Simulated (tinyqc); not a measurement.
Inside a calculation. Method: tight binding, kagome lattice. One step of it, computed by the program tinyqc.

Task: Levels at k. Diagonalise the Hermitian matrix.

H(k) at k (eV):
```
                     A                    B                    C
A             0.000000  -2.517349+1.710789i  -3.647409+0.344782i
B  -2.517349-1.710789i             0.000000  -2.825921-1.553563i
C  -3.647409-0.344782i  -2.825921+1.553563i             0.730000
```

Give: eigenvalues; weights |c|^2 of the basis functions.

Result:

eigenvalues (eV): -6.3837  2.9863  4.1274

weights |c|^2 of the basis functions:
```
   band 1  band 2  band 3
A  0.3555  0.3425  0.3021
B  0.3248  0.6252  0.0500
C  0.3197  0.0324  0.6479
```
